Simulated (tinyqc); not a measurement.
k.p values derived from sp3s* tight binding at Gamma, step by step. Values are carried at full precision from step to step, so a last printed digit may differ when a step is redone from the rounded ones.

At Gamma the states are two-level mixtures: s-like S+ (upper) and S- (lower) from [[Esa, Vss], [Vss, Esc]], p-like P- (valence) and P+ from [[Epa, Vxx], [Vxx, Epc]], and the bare s* levels. With real k in 1/angstrom and kz = 0, the phase sums over the four bonds are g0 = 1 - (a k/4)^2/2, g1 = i a kx/4, g3 = -(a/4)^2 kx ky to second order. Each mixture is written (anion, cation) with the anion part positive. c = hbar^2/2m0. No spin-orbit coupling.

Constants: hbar^2/2m0 = 3.80998211 eV angstrom^2.

Values chosen for the exercise (near a published set for GaAs, fitted to gaps, whose masses and valley positions are rough; the results hold for these values, not for the real material): Esa = -8.326 eV (s level of the anion); Esc = -2.652 eV (s level of the cation); Epa = 1.039 eV (p level of the anion); Epc = 3.666 eV (p level of the cation); Vss = -6.426 eV (s-s); Vxx = 1.956 eV (px-px); a = 5.651 angstrom (lattice constant); Vsapc = 4.499 eV (s anion, p cation); Vscpa = 5.788 eV (s cation, p anion); Vxapc = 4.829 eV (s* anion, p cation); Vpaxc = 4.802 eV (p anion, s* cation); Exa = 8.584 eV (s* level of the anion); Exc = 6.754 eV (s* level of the cation); Vxy = 5.09 eV (px-py).

## States at Gamma

Solve the two blocks.

States:
```
state    E (eV)  anion part  cation part
S-     -12.5134     0.83782      0.54595
P-      -0.0036     0.88246     -0.47038
S+       1.5354     0.54595     -0.83782
P+       4.7086     0.47038      0.88246
```

## Linear terms and the Kane energy

<s state|dH/dkx|x state> = i P with P = (a/4)(sa pc Vsapc + sc pa Vscpa), sa, sc and pa, pc being the parts of the two states; for s* on the anion P = (a/4) pc Vxapc, on the cation (a/4) pa Vpaxc. Ep = P^2/c for S+ to P-.

Couplings:
```
pair       P (eV angstrom)  E(first) - E(second) (eV)
S+ to P-           -7.6779                     1.5390
S+ to P+           -0.1603                    -3.1732
S- to P-            1.4347                   -12.5098
s*a to P-          -3.2090                     8.5876
s*c to P-           5.9867                     6.7576
```

Ep = 15.472 eV

The two terms of S+ to P- have the same sign and add: S+ and P- both change sign from anion to cation. An on-site momentum element between s and p, which real atoms have, is absent from this model.

## Electron mass

m0/m = [<S+|d2H/dkx^2|S+>/2 + sum P^2/(E(S+) - E(P))]/c over P- and P+, with the direct term -(a/4)^2 sa sc Vss.

parts of m0/m: direct -1.540, from P- 10.054, from P+ -0.002

mass = 0.1175 m0

The valence band supplies 118 % of m0/m; the direct term, which stands in for the free-electron 1, is -1.54. Sets of this kind were fitted to gaps and often give too heavy a mass, by up to a factor of two.

## Valence parameters L, M, N and the Luttinger values

Direct terms d0 = -(a/4)^2 pa pc Vxx, dN = -2 (a/4)^2 pa pc Vxy for P-. F = sum P^2/(E(P-) - E(s)) over S+, S-, s*a, s*c. The y state of P- couples to the z state of P+ through Q = (a/4) Vxy (pa p'c - pc p'a), primes for P+, and H1 = Q^2/(E(P-) - E(P+)). L = d0 + F, M = d0 + H1, N = dN + F + H1; g1 = -(L + 2M)/(3c), g2 = -(L - M)/(6c), g3 = -N/(6c).

d0, dN, F, Q, H1 (eV angstrom^2; Q in eV angstrom): [1.6205, 8.4338, -44.6422, 7.1909, -10.9734]

L, M, N (eV angstrom^2): [-43.022, -9.353, -47.182]

g1, g2, g3: [5.401, 1.473, 2.064]

Along [100] the masses without spin-orbit coupling are c/|L| = 0.089 (one band) and c/|M| = 0.407 (two bands).

## Checks

- Electron mass against a finite difference of the full bands: both 0.1175.
- L and M against finite differences along [100]: largest relative difference 2.3e-05.
- Lowest curvature along [111], (L + 2M + 2N)/3, against a finite difference: -52.030 against -52.029.

(tinyqc, `OMP_NUM_THREADS=1 python tinyqc.py 1481375 1481376 out.jsonl`, Intel(R) Xeon(R) Processor @ 2.30GHz, 1 thread, shared host, about 0.01 s.)
